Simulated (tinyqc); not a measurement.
# Short-channel transistor, virtual-source model with series resistance, step by step

Computed by the program tinyqc: `OMP_NUM_THREADS=1 python tinyqc.py 2380159 2380160 out.jsonl`, one thread of a shared Intel Xeon 2.30GHz, about 0.02 s for the whole run. Printed values are rounded.

The current per gate width is the charge at the top of the source barrier (the virtual source) times its velocity times a saturation function; al and be are fitting constants of the model. Units: I in uA/um, Rs in ohm um, so I Rs = 1e-6 I Rs in volts; Q in uC/cm^2, so I = 1e-4 Q vx0 Fsat with vx0 in cm/s.

Parameters, values chosen for the exercise:
```
symbol,value,unit,meaning
T,325,K,temperature
Cinv,3.54,uF/cm^2,inversion capacitance
vx0,1.32e7,cm/s,velocity at the virtual source
mu,330,cm^2/(V s),apparent mobility
L,16,nm,channel length
VT0,0.442,V,threshold at zero drain voltage
dl,0.2,V/V,drain-induced barrier lowering
n0,1.1,,subthreshold factor
nd,0.05,1/V,growth of n with drain voltage
al,3.5,,threshold shift (in units of Vt) from weak to strong inversion
be,1.6,,sharpness of saturation
Rs,50,ohm um,series resistance of each contact
Vgs,1.2,V,gate voltage
Vds,0.05,V,drain voltage
```

Constants: q = 1.602176634e-19 C, kB = 1.380649e-23 J/K, Vt = kB T/q. Results are converted to the units shown.

## Iteration 1: current through the series resistance

I at the start = 0 uA/um

Intrinsic voltages Vg' = Vgs - I Rs, Vd' = Vds - 2 I Rs. n = n0 + nd Vd', VT = VT0 - dl Vd', Ff = 1/(1 + exp((Vg' - VT + al Vt/2)/(al Vt))), Q = Cinv n Vt ln(1 + exp((Vg' - VT + al Vt Ff)/(n Vt))), Vdsat = (vx0 L/mu)(1 - Ff) + Vt Ff, Fsat = u/(1 + u^be)^(1/be) with u = Vd'/Vdsat, and I(out) = Q vx0 Fsat per width. (Fsat takes the sign of u.) Newton step: I(new) = I + (I(out) - I)/(1 - s), s = dI(out)/dI by a central difference with +/- 0.001 uA/um.

Vg' = 1.2 V
Vd' = 0.05 V
VT = 0.432 V
Ff = 2.39921e-4
Q = 2.71880 uC/cm^2
Vdsat = 0.0639914 V
Fsat = 0.566275
I(out) = 2032.26 uA/um
s = -2.61332
I after iteration 1 = 562.435 uA/um

## Iteration 2: current through the series resistance

As before.

Vg' = 1.17188 V
Vd' = -0.00624350 V
VT = 0.443249 V
Ff = 3.58467e-4
Q = 2.57947 uC/cm^2
Vdsat = 0.0639871 V
Fsat = -0.0961298
I(out) = -327.313 uA/um
s = -5.08745
I after iteration 2 = 416.274 uA/um

## Iteration 3: current through the series resistance

As before.

Vg' = 1.17919 V
Vd' = 0.00837261 V
VT = 0.440325 V
Ff = 3.22950e-4
Q = 2.61568 uC/cm^2
Vdsat = 0.0639884 V
Fsat = 0.127783
I(out) = 441.197 uA/um
s = -5.11532
I after iteration 3 = 420.349 uA/um

## Course of the iteration: current through the series resistance

Stop when I changes by less than 1e-7 uA/um, or after 80 iterations.

Course of the iteration:
```
iteration	I (uA/um)	|change| (uA/um)
1	562.435	562
2	416.274	146
3	420.349	4.08
4	420.343	6.57e-3
5	420.343	1.68e-8
```

Converged in 5 iterations. At the end the number of correct digits about doubles with each step.

## What the series resistance costs

converged I = 420.343 uA/um
I0 = 2032.26 uA/um

Intrinsic voltages Vg' = Vgs - I Rs, Vd' = Vds - 2 I Rs. n = n0 + nd Vd', VT = VT0 - dl Vd', Ff = 1/(1 + exp((Vg' - VT + al Vt/2)/(al Vt))), Q = Cinv n Vt ln(1 + exp((Vg' - VT + al Vt Ff)/(n Vt))), Vdsat = (vx0 L/mu)(1 - Ff) + Vt Ff, Fsat = u/(1 + u^be)^(1/be) with u = Vd'/Vdsat, and I = Q vx0 Fsat per width. I0 is the current for Rs = 0. Effective velocity I/Q; transit time L Q/I.

loss against I0 = 79.3165 %
effective velocity = 1.60763e6 cm/s
transit time = 0.995253 ps

The carriers leave the virtual source at 12.2 % of vx0: Vd' is not large against Vdsat.
